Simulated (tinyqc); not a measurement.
Changing the temperature T: thermal and gravitational stress in a wafer during furnace and rapid thermal processing, and the onset of slip. Computed by tinyqc, a small Python program. Command: `OMP_NUM_THREADS=1 python tinyqc.py 3019163 3019164 out.jsonl slip sweep`. One thread of a shared host (Intel(R) Xeon(R) Processor @ 2.30GHz), about 0.01 s of CPU time with the checks.

A thin free disc in plane stress, isotropic; T(r) = T_centre + dT (r/R)^n with n = 2. Stress is positive in tension; sigma_SB = 5.670374419e-8 W/(m^2 K^4), g = 9.80665 m/s^2.

Inputs (values chosen for the exercise, modelled on silicon): wafer radius R = 100 mm; thickness t = 725 micrometre; Young's modulus E = 144 GPa; expansion alpha = 4.33 1e-6/K; edge less centre temperature dT = 32 K; prefactor A of the critical stress = 0.0003 MPa; energy U of the critical stress = 1.08 eV; density rho = 2330 kg/m^3; heat capacity c = 972 J/(kg K); conductivity k = 25 W/(m K); wafer spacing s = 7.7 mm; ramp rate = 2.9 K/min.

Temperature profile: parabolic.

Constants: k_B = 8.617333262e-05 eV/K.

Method:
- With x = r/R: s_rr = alpha E dT (1 - x^n)/(n + 2), s_tt = alpha E dT [1 - (n + 1) x^n]/(n + 2).
- Critical resolved stress tau_c = A exp(U/(k_B T)), a form chosen for the exercise; slip when 0.492799 |s_tt(R)| > tau_c; allowed |dT| = tau_c (n + 2)/(0.492799 n alpha E).
- In a stack heated from the rim, heat flows inward by conduction and by radiation between wafers: k_eff = k + (16/3) sigma_SB T^3 s^2/t (a diffusion estimate with the spacing as path length). A steady ramp gives the parabolic lag dT = rho c (ramp) R^2/(4 k_eff); the allowed ramp uses n = 2.

One run for each value; columns: (1) temperature T (K); (2) critical stress tau_c (MPa); (3) allowed |dT| (K); (4) allowed ramp rate (K/min); (5) resolved over critical stress:
```
(1)      (2)     (3)     (4)     (5)
1000  83.192  541.49  285.37  0.0591
1070  36.644  238.51  139.77  0.1342
1140  17.850  116.19   75.90  0.2754
1210   9.450   61.51   44.85  0.5202
1280   5.363   34.91   28.44  0.9167
1340   3.460   22.52   20.17  1.4210
1480   1.428    9.30   10.36  3.4423
1550   0.974    6.34    7.87  5.0458
```

Give the missing row, temperature T (K) = 1410.

Computed row; columns: (1) temperature T (K); (2) critical stress tau_c (MPa); (3) allowed |dT| (K); (4) allowed ramp rate (K/min); (5) resolved over critical stress:
```
(1)     (2)    (3)    (4)     (5)
1410  2.175  14.15  14.15  2.2608
```

Interpolating between the two neighbouring rows (linearly) misses most in allowed |dT| (K), by 12 %. Over the rows, critical stress tau_c (MPa) falls from 83.2 to 0.974 (exponent d ln y / d ln x -12 between the first rows and -8.3 between the last); allowed |dT| (K) falls from 541 to 6.34 (exponent d ln y / d ln x -12 between the first rows and -8.3 between the last); allowed ramp rate (K/min) falls from 285 to 7.87 (exponent d ln y / d ln x -11 between the first rows and -6.0 between the last).

Caution (rows 1000): at lower temperature the exponential form overstates the strength: fracture from edge flaws comes first.
